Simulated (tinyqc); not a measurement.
Surface potential of a MOS transistor: implicit equation and explicit approximations: two steps of the calculation.

p-type body, charge-sheet picture, depletion and inversion only, full ionisation (an idealisation for deep acceptors), Boltzmann statistics (rough once Na exp(x - xn) passes about Nc/7). In units of Vt: xg = (Vg - Vfb)/Vt, x = psi/Vt, G = gamma/sqrt(Vt), xn = (2 phiF + Vc)/Vt. The implicit equation is (xg - x)^2 = G^2 [x - 1 + exp(x - xn)] for x above about 3. Cox = eps0 eox/tox.

Values chosen for this exercise; band and dielectric values close to those of silicon:
```
symbol    value   unit                                                                 meaning
T           300      K                                                             temperature
Eg         1.12     eV                                                                band gap
eps_r      11.9                                                          relative permittivity
Nc      2.84e19  cm^-3                                  conduction-band density of states at T
Nv      2.61e19  cm^-3                                     valence-band density of states at T
eox        25.6         relative permittivity of the gate insulator (close to zirconium oxide)
tox          33     nm                                                     insulator thickness
Na       1.9e16  cm^-3                                                        acceptor density
Vfb       -0.41      V                                                       flat-band voltage
Vc          0.2      V                                                    channel-body voltage
Vg         0.73      V                                                       gate-body voltage
```

Constants: q = 1.602176634e-19 C, kB = 1.380649e-23 J/K, Vt = kB T/q, eps0 = 8.8541878128e-14 F/cm where lengths are in cm. Results are converted to the units shown.

Question 1. Scales. ni = sqrt(Nc Nv) exp(-Eg/(2 Vt)), Eg in volts; phiF = Vt ln(Na/ni); gamma = sqrt(2 q eps0 eps_r Na)/Cox; VT = Vfb + Vt (xn + G sqrt(xn - 1)).

Find: phiF; gamma; G; xn; VT; xg.

Answer 1.

phiF = 0.37212 V
gamma = 0.11661 V^0.5
G = 0.72523
xn = 36.525
VT = 0.64599 V
xg = 44.097

Question 2. Potential, charges and gate control. psi = Vt x; N_dep = Cox Vt G sqrt(x - 1)/q; N_inv = (Cox Vt G/q) [sqrt(x - 1 + exp(x - xn)) - sqrt(x - 1)]; dpsi/dVg = 1/[1 + G^2 (1 + exp(x - xn))/(2 (xg - x))].

converged x = 38.984961
G = 0.72522541
xn = 36.524923
xg = 44.097169

Wanted: psi; N_dep; N_inv; dpsi/dVg.

Answer 2.

psi = 1.008 V
N_dep = 4.954e11 cm^-2
N_inv = 7.121e10 cm^-2
dpsi/dVg = 0.6048

psi lies 2.5 Vt above 2 phiF + Vc.

Numbers from tinyqc (`OMP_NUM_THREADS=1 python tinyqc.py 2122042 2122043 out.jsonl`; about 0.01 s on one thread of a shared Intel Xeon 2.30GHz).
